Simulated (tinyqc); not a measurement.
Inside a calculation. Model: off-state leakage of single and stacked transistors.

Program tinyqc, `OMP_NUM_THREADS=1 python tinyqc.py 2242053 2242054 out.jsonl`; Intel Xeon 2.30GHz, shared host, one thread, about 0.03 s. Printed values are rounded.

n-channel devices of unit width. Subthreshold current I(Vg, Vs, Vd) = I0 (T/300 K)^0.5 exp[(Vg - Vs - VT(T) - gb (Vs - Vb) + dd (Vd - Vs))/(nf Vt)] (1 - exp(-(Vd - Vs)/Vt)), VT(T) = VT - cT (T - 300 K). Gate-edge tunnelling Ig (Vd/1 V) exp(ag (Vd - 1 V)), for a gate at 0 V, and band-to-band leakage Ab u exp(-Bb/u), u = Vd - Vb + 1 V, flow at a drain held at V; both are taken as independent of T. In a stack of off transistors (all gates at 0 V) the same subthreshold current passes through each.

Values chosen for this exercise; values of the order met in bulk silicon logic transistors: temperature T = 330 K; supply voltage V = 1 V; threshold at 300 K, zero drain and body bias VT = 0.36 V; fall of the threshold with temperature cT = 0.6 mV/K; current at threshold at 300 K I0 = 0.66 uA/um; slope factor nf = 1.47; drain-induced lowering per volt dd = 0.12; rise of the threshold per volt of source-body bias gb = 0.11; gate-edge tunnelling current at 1 V Ig = 0.0001 uA/um; exponential slope of the gate current ag = 3.6 1/V; prefactor of band-to-band leakage at the drain Ab = 6 uA/(um V); its exponential voltage Bb = 20 V; body voltage Vb = 0 V.

Constants: q = 1.602176634e-19 C, kB = 1.380649e-23 J/K, Vt = kB T/q. Results are converted to the units shown.

## Leakage of one transistor

Vg = Vs = 0, Vd = V; effective threshold VT(T) - gb Vb - dd V.

effective threshold = 0.222 V
parts (nA/um): subthreshold 3.41860, gate edge 0.1, band-to-band 0.544799
total = 4.06340 nA/um
shares (%): subthreshold 84.1315, gate edge 2.46099, band-to-band 13.4075

The subthreshold part is the largest.

## Starting value

Vx = dd V/(1 + gb + 2 dd), the solution for Vx well above Vt, rounded to three decimals.

Vx at the start = 0.089 V

## Iteration 1: new Vx

Stack of two, Vx the node between them: I_low = I(0, 0, Vx), I_up = I(0, Vx, V), f = ln(I_up/I_low), f' = -(1 + gb + 2 dd)/(nf Vt) - 1/(Vt (exp(Vx/Vt) - 1)) - 1/(Vt (exp((V - Vx)/Vt) - 1)), Vx(new) = Vx - f/f'.

I_low = 0.239159 nA/um
I_up = 0.249200 nA/um
f = 0.0411275
f' = -33.9027 1/V
Vx after iteration 1 = 0.0902131 V

## Iteration 2: new Vx

As before.

I_low = 0.240451 nA/um
I_up = 0.240462 nA/um
f = 4.28461e-5
f' = -33.8326 1/V
Vx after iteration 2 = 0.0902144 V

## Course of the iteration

Stop when the step is below 1e-11 V, or after 40 iterations.

Course of the iteration:
```
iteration  Vx before the step (V)  step (V)
1                           0.089   1.21e-3
2                       0.0902131   1.27e-6
3                       0.0902144  1.34e-12
```

Converged in 3 iterations. The subthreshold current of the stack is 0.2405 nA/um, 14.2 times less than that of one transistor (the drain leakage is unchanged); the estimate exp[dd V (1 + gb + dd)/((1 + gb + 2 dd) nf Vt)] gives 13.7.
